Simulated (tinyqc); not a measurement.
Energy and delay of logic against supply voltage: one step of the calculation.

One expression serves below and above threshold: I(Vg) = Ik [ln(1 + exp((Vg - VT + dd V)/(al nf Vt)))]^al, with I_on = I(V) and I_off = I(0). Gate delay td = kd C V/I_on, clock period LD td. Per gate and cycle the switching energy is act C V^2 and the leakage energy I_off V LD td. No short-circuit current, no variation. Minima are sought above 0.09 V; below a few Vt gates no longer switch and the model has no meaning.

Question. New V. Minimum-energy supply: E(V) is the energy per gate and cycle; with h = 0.001 V, E' = (E(V + h) - E(V - h))/(2 h), E'' = (E(V - h) - 2 E(V) + E(V + h))/h^2, V(new) = V - E'/E''.

Parameters, values chosen for the exercise; values of the order met in logic technologies: temperature T = 300 K; threshold voltage at zero drain bias VT = 0.38 V; slope factor nf = 1.3; barrier lowering per volt of supply dd = 0.03; specific current of a gate Ik = 2.1 uA; exponent of the current law al = 1.8; load capacitance of a gate C = 0.55 fF; delay factor kd = 0.6; logic depth LD = 12; activity factor act = 0.01.

Constants: q = 1.602176634e-19 C, kB = 1.380649e-23 J/K, Vt = kB T/q. Results are converted to the units shown.

V at the start = 0.23 V

Wanted: E'; E''; V after iteration 1.

Answer.

E' = -2.2403 aJ/V
E'' = 101.05 aJ/V^2
V after iteration 1 = 0.25217 V

Numbers from tinyqc (`OMP_NUM_THREADS=1 python tinyqc.py 2082108 2082109 out.jsonl`; about 0.01 s on one thread of a shared Intel Xeon 2.30GHz).
